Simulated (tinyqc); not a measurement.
Solid against vapour: precursor delivery by bubblers, mass-transport growth and the solid composition of a III-V alloy. Computed by tinyqc, a small Python program. Command: `OMP_NUM_THREADS=1 python tinyqc.py 3023185 3023186 out.jsonl movpe_thermo walk`. One thread of a shared host (Intel(R) Xeon(R) Processor @ 2.30GHz), about 0.02 s of CPU time with the checks.

1 sccm = 44.615 micromol/min; 1 torr = 133.322 Pa. The sources decompose fully at the surface.

Inputs (values chosen for the exercise, modelled on triethylgallium (source 1) and trimethylindium (source 2) for the vapour pressures): growth temperature T = 870 K; interaction L0 of the solid = 7.83 kJ/mol; exchange energy dG_x of AC + (1/2) D2 -> AD + (1/2) C2 = 8.2 kJ/mol.

Alloy: mixing on the group-V sites.

Constants: R = 8.314462618 J/(mol K).

Method. At high V/III the group-V pressures at the surface equal those supplied, as dimers: p_D2/p_C2 = x_v/(1 - x_v). Equilibrium of the solid AC(1-x)D(x), A standing for the mix of both group-III metals: ln[x/(1 - x)] + L0 (1 - 2x)/(R T) = -dG_x/(R T) + (1/2) ln[x_v/(1 - x_v)].

Composition:
```
x_v         x  x for L0 = 0    x/x_v
0.02  0.01587       0.04396  0.79328
0.05  0.02577       0.06876  0.51538
0.10  0.03796       0.09689  0.37961
0.25  0.06798       0.15671  0.27191
0.50  0.12507       0.24350  0.25013
0.75  0.24167       0.35794  0.32222
0.90  0.48095       0.49125  0.53439
0.95  0.66935       0.58385  0.70458
0.98  0.81754       0.69260  0.83422
```

What does the comparison show, and why?

dG_x = 8.2 kJ/mol favours AC: at x_v = 1/2 the ideal solid has x = 0.243. The positive L0 pushes x away from 1/2, to 0.125, and steepens the curve near x = 1/2; at L0 = 2 R T = 14.5 kJ/mol the slope would diverge.
